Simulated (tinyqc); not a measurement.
Six-band hole subbands of a thin body in a field: one step. Confinement masses without spin-orbit coupling. Three cases, with inputs chosen for the exercise.

Problem. C(n n^T)/c has C_XX = (g1 + 4 g2) nx^2 + (g1 - 2 g2)(ny^2 + nz^2) and C_XY = 6 g3 nx ny, n the unit normal; its eigenvalues are the inverse masses along n.

Give: C(n n^T)/c; masses.

Case 1.

Values chosen (near those of a p-type Si channel; not measured data):
- g1 = 4.31 (Luttinger gamma1)
- g2 = 0.34 (gamma2)
- g3 = 1.45 (gamma3)
- face = 110 (surface)

Solution.

C(n n^T)/c:
```
        X       Y       Z
X  4.6500  4.3500       0
Y  4.3500  4.6500       0
Z       0       0  3.6300
```

masses (m0): 3.3333  0.2755  0.1111

The heaviest mass, 3.33, comes from a near cancellation among the gammas, so a few per cent in them move it strongly.

Case 2.

Values chosen (near those of a p-type Si channel; not measured data):
- g1 = 4.28 (Luttinger gamma1)
- g2 = 0.34 (gamma2)
- g3 = 1.45 (gamma3)
- face = 001 (surface)

Solution.

C(n n^T)/c:
```
        X       Y       Z
X  3.6000       0       0
Y       0  3.6000       0
Z       0       0  5.6400
```

masses (m0): 0.2778  0.2778  0.1773

Case 3.

Values chosen (near those of a p-type Si channel; not measured data):
- g1 = 4.27 (Luttinger gamma1)
- g2 = 0.34 (gamma2)
- g3 = 1.44 (gamma3)
- face = 001 (surface)

Solution.

C(n n^T)/c:
```
        X       Y       Z
X  3.5900       0       0
Y       0  3.5900       0
Z       0       0  5.6300
```

masses (m0): 0.2786  0.2786  0.1776

Computed by tinyqc, one run a case: `OMP_NUM_THREADS=1 python tinyqc.py N N+1 out.jsonl` with N = 1250111, 1250164, 1250185; one thread of a shared Intel(R) Xeon(R) Processor @ 2.30GHz, about 0.9 s a run at most.
